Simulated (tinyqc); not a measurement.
From results back to parameters: optical gain and spontaneous emission in a bulk direct-gap semiconductor. Four cases, with inputs chosen for the exercise.

Problem. The gain spectrum crosses zero at E0 = Eg + Fc + Fv; n = p is hidden.

F_j(eta) = (1/Gamma(j + 1)) integral_0^infinity x^j dx/(1 + exp(x - eta)), which tends to exp(eta) for eta << 0.

Quasi-Fermi levels: n = Nc F_1/2(Fc/kT) and p = Nv F_1/2(Fv/kT), Fc counted up from the conduction edge and Fv down from the valence edge; Nc, Nv from N = 2 (m kB T/(4 pi c))^(3/2) with c = hbar^2/2m0, in 1/angstrom^3; times 1e24 for 1/cm^3, with me and (mhh^(3/2) + mlh^(3/2))^(2/3).

Constants: hbar^2/2m0 = 3.80998211 eV angstrom^2; kB = 8.617333262e-05 eV/K.

Find: Fc; Fv; n.

Method. Fc + Fv rises steadily with n, so one n gives E0 - Eg; solve by bisection on ln n.

Case 1.

Values chosen (near those of InGaAs; not measured data): Eg = 0.733 eV (direct gap); me = 0.0405 m0 (electron mass); mhh = 0.454 m0 (heavy-hole mass); mlh = 0.0529 m0 (light-hole mass); T = 250 K.

E0 = 0.80483 eV

Solution.

Fc = 0.103 eV
Fv = -0.032 eV
n = 1.3e+18 1/cm^3

Case 2.

Values chosen (near those of GaAs; not measured data): Eg = 1.466 eV (direct gap); me = 0.0697 m0 (electron mass); mhh = 0.501 m0 (heavy-hole mass); mlh = 0.0827 m0 (light-hole mass); T = 300 K.

E0 = 1.55593 eV

Solution.

Fc = 0.113 eV
Fv = -0.023 eV
n = 3.4e+18 1/cm^3

Case 3.

Values chosen (near those of InGaAs; not measured data): Eg = 0.77 eV (direct gap); me = 0.0418 m0 (electron mass); mhh = 0.448 m0 (heavy-hole mass); mlh = 0.0524 m0 (light-hole mass); T = 300 K.

E0 = 0.83075 eV

Solution.

Fc = 0.104 eV
Fv = -0.043 eV
n = 1.4e+18 1/cm^3

Case 4.

Values chosen (near those of InP; not measured data): Eg = 1.365 eV (direct gap); me = 0.0819 m0 (electron mass); mhh = 0.59 m0 (heavy-hole mass); mlh = 0.0863 m0 (light-hole mass); T = 350 K.

E0 = 1.45644 eV

Solution.

Fc = 0.122 eV
Fv = -0.031 eV
n = 4.9e+18 1/cm^3

Computed by tinyqc, one run a case: `OMP_NUM_THREADS=1 python tinyqc.py N N+1 out.jsonl` with N = 1650142, 1650147, 1650198, 1650225; one thread of a shared Intel(R) Xeon(R) Processor @ 2.30GHz, about 0.1 s a run at most.
